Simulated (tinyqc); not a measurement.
Out-diffusion of a doped substrate or buried layer into a growing epitaxial film: one step, computed by the program tinyqc.

x is counted from the original substrate surface into the film, whose surface moves as x = v t. Substrate dopant has one diffusivity; the dopant of the film is taken as uniform.

Task: Transition width. After growth and the later budget: l2 = 2 sqrt(D t + (Dt)2); C(x) = (C_s/2) erfc(x/l2) + share x C_s exp(-x/decay length) for x > 0 (autodoping taken as unchanged by the later budget). The transition x_t solves C(x) = C_e, the metallurgical junction. Usable film = d - x_t. Also give x_t for the erfc term alone, after growth and after the later budget.

Inputs (values chosen for the exercise, modelled on phosphorus in silicon): substrate concentration C_s = 1.3e+18 1/cm^3; film doping C_e = 3.4e+16 1/cm^3; film thickness d = 1.5 um; growth temperature T = 1200 C; autodoping level at the start, as a share of C_s = 0.0005; decay length of autodoping = 0.23 um; later thermal budget (Dt)2 = 5.4e-12 cm^2.

Film doping: opposite type.

length l = 0.2080624 um

Give: length l2; x_t after growth, erfc alone; x_t after the later budget, erfc alone; x_t with autodoping; usable film.

Result:

length l2 = 0.21319 um

x_t after growth, erfc alone = 0.28550 um

x_t after the later budget, erfc alone = 0.29254 um

x_t with autodoping = 0.29289 um

usable film = 1.2071 um

Solid-state diffusion sets the transition. The later budget is 0.050 times that of the growth.
